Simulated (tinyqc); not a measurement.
Tunnelling through a gate dielectric, WKB transmission and Tsu-Esaki current: one step of the calculation.

Electrons leave the emitter at x = 0. Energies E (motion across the layers) are in eV from the emitter Fermi level; the collector Fermi level lies at -V and offers states at every E. No charge in the dielectric and no image force: F1 = V/t1, U = phi1 - F1 x. With C = hbar^2/(2 m0), kappa = sqrt(m (U - E)/C) where U > E and 0 elsewhere; T(E) = exp(-S), S = 2 times the integral of kappa over x.

Task. WKB exponent in closed form. Each layer adds (2/F) sqrt(m/C) [G(u at its left edge) - G(u at its right edge)] to S, with u = U - E (0 where negative) and G(u) = (2/3) u^1.5. The slope follows from 1/d = -dS/dE.

Inputs (values chosen for the exercise); dielectric values close to those of aluminium oxide:
- phi1 = 2.57 eV (barrier of layer 1 above the emitter Fermi level at zero bias)
- m1 = 0.39 m0 (tunnelling mass of layer 1)
- t1 = 3.4 nm (thickness of layer 1)
- V = 0.3 V (voltage across the dielectric)
- E = -0.21 eV (energy of the electron followed)

Constants: q = 1.602176634e-19 C, hbar = 1.054571817e-34 J s, m0 = 9.1093837015e-31 kg, hbar^2/(2 m0) = 0.0380998212 eV nm^2. Results are converted to the units shown.

Give: S; T(E); energy d over which T(E) grows by a factor e.

Result.

S = 35.278
T(E) = 4.7769e-16
energy d over which T(E) grows by a factor e = 0.14902 eV

The midpoint rule gives S = 35.278, so its T(E) is within 0.01 % of this value. The band edge stays above E through the whole stack: direct tunnelling through a trapezoid.

tinyqc, about 0.04 s, one thread, Intel Xeon 2.30GHz (shared host): `OMP_NUM_THREADS=1 python tinyqc.py 2540034 2540035 out.jsonl`
